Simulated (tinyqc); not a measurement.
# Transfer-length model of a contact: effects of single changes

A metal contact of length d and width W on a thin layer of the same width. The metal has no resistance, the sheet resistance under it equals Rsh, and current enters the layer at the front edge x = 0.

Parameters, values chosen for the exercise:
- Rsh = 2400 ohm/sq (sheet resistance of the semiconductor layer)
- rc = 1.1e-5 ohm cm^2 (specific contact resistivity)
- d = 1.7 um (contact length)
- W = 25 um (contact width)

Each table varies one quantity; the others keep the values above.

## Effect of the contact length

Transfer length Lt = sqrt(rc/Rsh); front resistance Rc = (Rsh Lt/W) coth(d/Lt); end resistance Re = (Rsh Lt/W)/sinh(d/Lt).

Result of one run:
```
d (um)	d/Lt	Rc W (ohm um)	rc/d (ohm um)	Re/Rc
0.51	0.7533	2550	2157	0.7708
```

What becomes of these results when the contact length d is changed from 0.51 to 0.07 um, all else the same?

Result of the changed run:
```
d (um)	d/Lt	Rc W (ohm um)	rc/d (ohm um)	Re/Rc
0.07	0.1034	1.577e4	1.571e4	0.9947
```

The whole series:
```
d (um)	d/Lt	Rc W (ohm um)	rc/d (ohm um)	Re/Rc
0.07	0.1034	1.577e4	1.571e4	0.9947
0.12	0.1773	9262	9167	0.9845
0.19	0.2806	5941	5789	0.9619
0.31	0.4579	3793	3548	0.9036
0.51	0.7533	2550	2157	0.7708
0.85	1.256	1912	1294	0.5271
1.4	2.068	1678	785.7	0.2489
2.3	3.397	1628	478.3	0.06685
3.8	5.613	1625	289.5	0.007300
```

Rc W falls from 15800 to 1620 ohm um, as d^(-0.99) between the first two rows. It levels off at sqrt(rc Rsh) = 1620 ohm um and, among the rows, is within 5 % of that from d = 1.4 um on (Lt = 0.677 um): metal beyond two transfer lengths lowers Rc by less than 4 %.

## Effect of the contact resistivity

Same model as above.

Effect of the contact resistivity:
```
rc (ohm cm^2)	Lt (um)	d/Lt	Rc W (ohm um)
2.5e-7	0.10206	16.657	244.95
6.4e-7	0.16330	10.410	391.92
1.7e-6	0.26615	6.3875	638.75
4.2e-6	0.41833	4.0638	1004.6
1.1e-5	0.67700	2.5111	1646.4
2.8e-5	1.0801	1.5739	2825.0
7.2e-5	1.7321	0.98150	5515.3
0.00018	2.7386	0.62075	11915
0.00047	4.4253	0.38415	28994
```

Rc W rises from 245 to 29000 ohm um, as rc^(0.50) between the first two rows (d/Lt = 17) and rc^(0.93) between the last two (d/Lt = 0.38); a long contact gives the power 1/2 and a short one 1.

Computed by the program tinyqc: `OMP_NUM_THREADS=1 python tinyqc.py 2760012 2760013 out.jsonl`, one thread of a shared Intel Xeon 2.30GHz, about 0.01 s for the whole run.
